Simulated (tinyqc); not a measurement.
Choosing the metal: Schottky barrier with interface states (Cowley-Sze model), image lowering and contact resistance. Computed by tinyqc, a small Python program. Command: `OMP_NUM_THREADS=1 python tinyqc.py 3015976 3015977 out.jsonl pinning walk`. One thread of a shared host (Intel(R) Xeon(R) Processor @ 2.30GHz), about 0.01 s of CPU time with the checks.

An n-type semiconductor under a metal. The barrier lies between the Schottky-Mott limit phi_M - chi and the Bardeen limit E_g - E_n, E_n being the neutrality level of the interface states; the space-charge term of the full Cowley-Sze expression is left out.

Inputs (values chosen for the exercise, with gap, mass and screening modelled on CdS):
```
quantity                                       value         unit
gap E_g                                         2.55           eV
electron affinity chi                           4.34           eV
metal work function phi_M                       4.76           eV
neutrality level E_n above the valence band     1.75           eV
interface-state density D                    5.3e+14  cm^-2 eV^-1
dipole layer thickness delta                    0.29           nm
dipole layer constant eps_i                        1            -
dielectric constant eps_s                       8.39            -
electron mass m_e                              0.202          m_0
valleys M_c                                        1            -
donor density N                                1e+15        cm^-3
temperature T                                    200            K
```

Pinning factor from: interface states.

Constants: e = 1.602176634e-19 C; eps_0 = 8.8541878128e-12 F/m; k_B = 8.617333262e-05 eV/K; hbar = 1.054571817e-34 J s; m_0 = 9.1093837015e-31 kg; k_B = 1.380649e-23 J/K; h = 6.62607015e-34 J s.

Method:
- S = 1/(1 + e^2 D delta/(eps_i eps_0)); for D per eV, e^2 D is the number e x D in SI units, with 1 cm^-2 = 1e4 m^-2.
- phi_B = S (phi_M - chi) + (1 - S)(E_g - E_n); the hole barrier is E_g - phi_B.
- A* = 4 pi e m_e M_c k_B^2/h^3 (a simple valley count); J_s = A* T^2 exp(-phi/k_B T).
- E_00 = (e hbar/2) sqrt(N/(m_e eps_s eps_0)), E_0 = E_00 coth(E_00/k_B T); scaling form of the contact resistivity rho_c = (k_B/(e A* T)) exp(phi_B/E_0), which is the thermionic result when E_00 << k_B T and keeps only the leading exponential of tunnelling when E_00 >> k_B T; image lowering is left out of it.

pinning factor S = 0.0347075

Bardeen barrier = 0.8 eV

E_0 = 0.0172386 eV

Against work function:
```
phi_M (eV)  Schottky-Mott (eV)  phi_B (eV)  J_0 (A/cm^2)  rho_c (ohm cm^2)
4.34                      0.00     0.77223    3.3712e-14        5.0604e+11
4.57                      0.23     0.78022    2.1214e-14        8.0407e+11
4.80                      0.46     0.78820    1.3350e-14        1.2776e+12
5.03                      0.69     0.79618    8.4006e-15        2.0301e+12
5.25                      0.91     0.80382    5.3939e-15        3.1614e+12
5.48                      1.14     0.81180    3.3943e-15        5.0233e+12
5.71                      1.37     0.81978    2.1359e-15        7.9818e+12
5.94                      1.60     0.82777    1.3441e-15        1.2683e+13
```

What follows from these numbers?

A span of 1.60 eV in work function moves the barrier by 0.056 eV (slope S = 0.035) and rho_c by 1.4 decades. The barrier equals its Schottky-Mott value only at phi_M = chi + E_g - E_n = 5.14 eV, where the interface states are neutral.
